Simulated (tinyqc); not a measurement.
# Undoped symmetric double-gate MOSFET, analytic potential model: what changes with what

An undoped body of thickness ts between two equal insulators and tied gates; long channel, electrons only, n = ni exp((psi - V)/Vt) with V the quasi-Fermi potential (0 at the source, Vd at the drain), constant mobility, no quantisation. Across the body psi(x) = V - 2 Vt ln[(ts/(2 beta)) sqrt(q ni/(2 eps0 eps_r Vt)) cos(2 beta x/ts)], x from the centre. Q is the electron charge per area of the whole body.

Inputs (values chosen for the exercise); material values those of a made-up semiconductor: temperature T = 400 K; band gap Eg = 1.06 eV; relative permittivity of the semiconductor eps_r = 12.7; conduction-band density of states at T Nc = 4.51e19 cm^-3; valence-band density of states at T Nv = 4.06e19 cm^-3; relative permittivity of the gate insulator eox = 22.9; insulator thickness tox = 5.3 nm; body thickness ts = 12 nm; gate work function less that of the intrinsic body dphi = 0.14 V; channel mobility mu = 100 cm^2/(V s); gate length L = 0.5 um; drain voltage Vd = 1 V.

Constants: q = 1.602176634e-19 C, kB = 1.380649e-23 J/K, Vt = kB T/q, eps0 = 8.8541878128e-14 F/cm where lengths are in cm. Results are converted to the units shown.

Each table varies one quantity; the others keep the values above.

## Effect of the gate work function less that of the intrinsic body

ni = sqrt(Nc Nv) exp(-Eg/(2 Vt)), Eg in volts; r = eps_r tox/(eox ts); V0 = dphi + 2 Vt ln[(2/ts) sqrt(2 eps0 eps_r Vt/(q ni))]. beta (between 0 and pi/2) solves (Vg - V0 - V)/(2 Vt) = ln(beta) - ln(cos beta) + 2 r beta tan(beta). Q = 8 eps0 eps_r Vt beta tan(beta)/ts; I = mu (1/L)(4 eps0 eps_r/ts)(2 Vt)^2 [g(beta_s) - g(beta_d)] per width, g = beta tan(beta) - beta^2/2 + r beta^2 tan^2(beta), with beta_s at V = 0 and beta_d at V = Vd.  I(low) is taken at Vg = 0.3 V, Qs and I(high) at Vg = 1.05 V.

Effect of the gate work function less that of the intrinsic body:
```
dphi (V)	V0 (V)	I(low) (nA/um)	Qs(high) (nC/cm^2)	I(high) (uA/um)
-0.01	0.4007	92.00	3579	212.9
0.04	0.4507	22.25	3247	178.8
0.09	0.5007	5.258	2920	147.9
0.14	0.5507	1.235	2598	120.4
0.19	0.6007	0.2897	2282	95.97
0.24	0.6507	0.06791	1974	74.70
0.29	0.7007	0.01592	1675	56.46
```

What does the table show?

As dphi goes from -0.01 to 0.29 V, I(low) falls from 92.0 to 0.0159 nA/um and I(high) falls from 213 to 56.5 uA/um. V0 rises from 0.401 to 0.701 V. In every row the surface density at the source at the higher gate voltage passes 0.3 Nc, where Boltzmann statistics fail.

## Effect of the insulator thickness

Same model as above.

The same in every row: V0 (V) = 0.55071.

Results:
```
tox (nm)	I(low) (nA/um)	Qs(high) (nC/cm^2)	I(high) (uA/um)
1.8	1.2353	6288.1	258.15
3.7	1.2351	3499.0	156.14
5.3	1.2350	2597.6	120.36
7.6	1.2348	1920.1	92.142
11	1.2345	1403.2	69.605
16	1.2341	1017.5	52.041
```

Estimate the missing row, tox = 2.5 nm.

Computed row:
```
tox (nm)	I(low) (nA/um)	Qs(high) (nC/cm^2)	I(high) (uA/um)
2.5	1.2352	4822.7	205.92
```

With this row back in the table: As tox goes from 1.8 to 16 nm, I(low) stays near 1.23 nA/um and I(high) falls from 258 to 52.0 uA/um. On average I(low) is independent of tox and I(high) goes as tox^(-0.73). Below threshold no voltage drops over the insulator in this long-channel model, so its thickness does not matter there. In every row the surface density at the source at the higher gate voltage passes 0.3 Nc, where Boltzmann statistics fail.

Computed by the program tinyqc: `OMP_NUM_THREADS=1 python tinyqc.py 2440111 2440112 out.jsonl`, one thread of a shared Intel Xeon 2.30GHz, about 0.03 s for the whole run.
